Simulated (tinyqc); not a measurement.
Photoconductance decay in a wafer: bulk and surface recombination modes, and iron detection by pair splitting: one step, computed by the program tinyqc.

Both faces of the wafer have the same S; injection is low and all coefficients are constant. x runs from -W/2 to W/2.

Task: Decay rates of the even modes. Even modes cos(a x) obey b tan b = S W/(2 D) with b = a W/2, odd modes sin(a x) obey -b cot b = S W/(2 D); each decays at the rate 1/tau_b + D a^2.

Inputs (values chosen for the exercise, modelled on p-type silicon): thickness W = 775 micrometre; diffusivity D = 21.4 cm^2/s; bulk lifetime tau_b without iron = 2100 microsecond; surface recombination velocity S = 2.3 cm/s.

Give: the table «The first four even modes: b, surface rate and decay time» with the columns b_n, surface rate D a^2 (1/s), decay time (microsecond), for n = 0, 1, 2, 3.

Result:

The first four even modes: b, surface rate and decay time:
```
n    b_n  surface rate D a^2 (1/s)  decay time (microsecond)
0  0.064                 5.927e+01                 1.868e+03
1  3.143                 1.408e+05                 7.079e+00
2  6.284                 5.628e+05                 1.775e+00
3  9.425                 1.266e+06                 7.896e-01
```
